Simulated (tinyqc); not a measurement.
Quantum-confined Stark effect in a modulator well: sweeps and comparisons. A value that a table varies takes the place of the one given here.

Envelopes on cells of 0.5 angstrom over the well |z| < L/2 and 45 angstrom of barrier on each side, psi = 0 beyond, psi'/m continuous (mean mass between points), c = hbar^2/2m0. The electron sees + e F z and the hole - e F z, each with its offset in the barriers; 1 kV/cm = 1e-5 eV/angstrom. Light holes, band mixing and escape by tunnelling are left out.

Exciton: in-plane function exp(-rho/lam), 1/mu = 1/me + 1/mp, E(lam) = c/(mu lam^2) - (q/eps) times the integral over k of Fm(k)(1 + (k lam/2)^2)^(-3/2), Fm(k) the double integral of psi_e^2 psi_h^2 exp(-k |z - z'|), q = e^2/(4 pi eps0); binding Eb = -E at the minimum. Line at Eg + E_e + E_h - Eb, strength proportional to overlap^2/lam^2.

Constants: hbar^2/2m0 = 3.80998211 eV angstrom^2; e^2/(4 pi eps0) = 14.39964547 eV angstrom; hc = 1239.841984 eV nm.

Parameters, chosen for this exercise (near those of an InGaAsP well in InP; shifted at random, so the results belong to these values and not to a real crystal): L = 118 angstrom (well width); Vc = 0.203 eV (conduction offset); Vv = 0.298 eV (heavy-hole offset); me = 0.0512 m0 (electron, well); meb = 0.0803 m0 (electron, barrier); mh = 0.368 m0 (heavy hole along z, well); mhb = 0.503 m0 (heavy hole, barrier); Eg = 0.851 eV (gap of the well); mp = 0.106 m0 (heavy hole in the plane); eps = 13.5 (dielectric constant); Fs = (0, 23, 46, 69, 95, 122, 153) kV/cm (fields); Ls = (50, 66, 84, 104, 126, 150, 170) angstrom (widths); F_L = 112 kV/cm (field for this table); F = 112 kV/cm (field).

## Raising the field

All quantities anew; shifts from zero field.

Results:

| F (kV/cm) | dE_e (meV) | dE_h (meV) | Eb (meV) | line shift (meV) | overlap^2 | relative strength |
|---|---|---|---|---|---|---|
| 0 | 0.00 | 0.00 | 5.96 | 0.00 | 0.957 | 1.000 |
| 23 | -0.59 | -1.62 | 5.78 | -2.03 | 0.840 | 0.835 |
| 46 | -2.34 | -5.81 | 5.43 | -7.61 | 0.622 | 0.558 |
| 69 | -5.17 | -11.59 | 5.09 | -15.89 | 0.434 | 0.350 |
| 95 | -9.57 | -19.30 | 4.77 | -27.68 | 0.282 | 0.204 |
| 122 | -15.32 | -28.20 | 4.52 | -42.07 | 0.179 | 0.118 |
| 153 | -23.20 | -39.20 | 4.29 | -60.73 | 0.106 | 0.064 |

The line shift grows with exponent 1.91 in F at low field and 1.62 at the end, as the carriers come up against opposite walls and the dipole begins to saturate. The hole gives 73 % of the level shift in the second row and 63 % in the last. The largest shift is 10.2 times the zero-field binding, yet 72 % of the binding survives, since the walls stop the field from pulling the pair apart. Half the strength is gone between 46 and 69 kV/cm.

## Width of the well

Zero-field line, its shift at F_L and the relative strength.

Results:

| L (angstrom) | line at F = 0 (nm) | Eb (meV) | shift (meV) | relative strength | shift x strength (meV) |
|---|---|---|---|---|---|
| 50 | 1310.4 | 7.04 | -4.35 | 0.910 | 3.96 |
| 66 | 1351.7 | 6.75 | -8.38 | 0.773 | 6.48 |
| 84 | 1381.1 | 6.45 | -15.67 | 0.527 | 8.25 |
| 104 | 1402.2 | 6.15 | -26.95 | 0.266 | 7.18 |
| 126 | 1417.4 | 5.86 | -42.50 | 0.097 | 4.14 |
| 150 | 1428.3 | 5.58 | -62.31 | 0.025 | 1.58 |
| 170 | 1434.7 | 5.38 | -80.47 | 0.007 | 0.56 |

The shift grows with exponent 2.37 in L over the first two rows and 2.04 over the last two, against 4 for hard walls at second order; leakage lowers it in narrow wells and saturation in wide ones. The strength falls from 0.91 to 0.01, and the product of the two is largest at 84 angstrom.

## What each parameter does

Zero-field line, shift at F, overlap^2 and Eb at F. Each row changes one parameter from the base and keeps the others.

Results:

| case | line (nm) | shift (meV) | overlap^2 | Eb (meV) |
|---|---|---|---|---|
| base | 1412.6 | -36.52 | 0.212 | 4.60 |
| L = 108 angstrom | 1405.5 | -29.56 | 0.303 | 4.95 |
| F = 90 kV/cm | 1412.6 | -25.24 | 0.307 | 4.83 |
| Vc = 0.162 eV | 1415.2 | -38.06 | 0.193 | 4.51 |
| Vv = 0.372 eV | 1412.4 | -35.83 | 0.219 | 4.63 |
| me = 0.0589 m0 | 1416.1 | -36.62 | 0.198 | 4.83 |
| mh = 0.313 m0 | 1411.3 | -35.55 | 0.233 | 4.63 |
| eps = 12.2 | 1414.3 | -36.21 | 0.212 | 5.39 |

The largest shifts from the base row, up to three for each result and ties (the steps differ in size, so this ranks the rows, not the parameters). line (nm): L -7.1, me +3.5, Vc +2.6; unchanged at the printed digits by F. shift (meV): F +11.27, L +6.96, Vc -1.54. overlap^2: F +0.095, L +0.091, mh +0.021; unchanged at the printed digits by eps. Eb (meV): eps +0.79, L +0.35, me +0.23.

tinyqc: `OMP_NUM_THREADS=1 python tinyqc.py 1282499 1282500 out.jsonl`; about 0.1 s, one thread, shared Intel(R) Xeon(R) Processor @ 2.30GHz.
